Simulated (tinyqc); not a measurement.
# Coupling and lever arm from microwave spectroscopy

Problem. A charge qubit absorbs at h f = sqrt(ep^2 + 4 tc^2), ep = al (V - V0). Find al, V0 and tc.

Constants: q = 1.602176634e-19 C, h = 6.62607015e-34 J s. Results are converted to the units shown.

gate voltage (mV): 0.406  0.646  0.838
resonance frequency Om/h (GHz): 15.699538  14.049009  22.619016

Answer. (h f)^2 is a parabola in V: its curvature gives al, its vertex V0 and 4 tc^2.

al = 0.2700 eV/V
V0 = 0.5500 mV
tc = 26.00 ueV

Numbers from tinyqc (`OMP_NUM_THREADS=1 python tinyqc.py 2470120 2470121 out.jsonl`; about 0.01 s on one thread of a shared Intel Xeon 2.30GHz).
